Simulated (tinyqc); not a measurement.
Worked calculation: plane-wave Kohn-Sham cycle with exchange-only LDA in a layered model solid. Computed by tinyqc, a small Python program that keeps every step. Settings: points = 16, plane-wave index or count = 3, electrons = 4, k points = 1, area = 18.0, mixing = 0.3, iteration cap = 52. Command: `OMP_NUM_THREADS=1 python tinyqc.py 29385 29386 out.jsonl` (the two numbers bound the seeds that draw the settings). One thread of a shared host (Intel(R) Xeon(R) Processor @ 2.60GHz), about 0.01 s of CPU time with the checks.

A solid whose potential varies along x alone (atomic units):
```
parameter                      value
period a                    9.100000
cross-section of the cell  18.000000
electrons per cell                 4
grid points                       16
plane waves -n..n, n               3
k points                           1
V1 in V1 cos(2 pi x/a)     -0.610000
V2 in V2 cos(4 pi x/a)     -0.180000
```

Stop when sqrt(dV sum R^2) is below 1e-8, dV = a A/N.

Course of the cycle:
```
iteration  E (hartree)  norm of the residual
1          -1.35670594              2.78e-01
2          -0.95706544              1.63e-01
3          -0.82251045              9.01e-02
4          -0.88287147              2.04e-01
5          -0.85248636              1.22e-01
6          -0.85703286              1.75e-01
7          -0.86619343              1.38e-01
8          -0.84727291              1.62e-01
9          -0.87190525              1.46e-01
10         -0.84349821              1.56e-01
11         -0.87425422              1.49e-01
...                ...                   ...
42         -0.84088121              1.52e-01
43         -0.87596430              1.52e-01
44         -0.84088121              1.52e-01
45         -0.87596431              1.52e-01
46         -0.84088121              1.52e-01
47         -0.87596431              1.52e-01
48         -0.84088121              1.52e-01
49         -0.87596431              1.52e-01
50         -0.84088121              1.52e-01
51         -0.87596431              1.52e-01
52         -0.84088121              1.52e-01
```

Can the last value be used, and what does the course show?

Not by the stop rule. Not converged within 52 iterations: the residual has stopped falling: the iteration swings between two states. At the k point shown the highest filled and lowest empty bands lie only 0.0192 hartree apart, so integer filling is fragile. Reruns (cap 100 unless said): mixing 0.1: not converged; mixing 0.5, Kerker q0 1.0: not converged; mixing 0.3, Pulay depth 5: not converged; the original settings with a cap of 400: not converged.
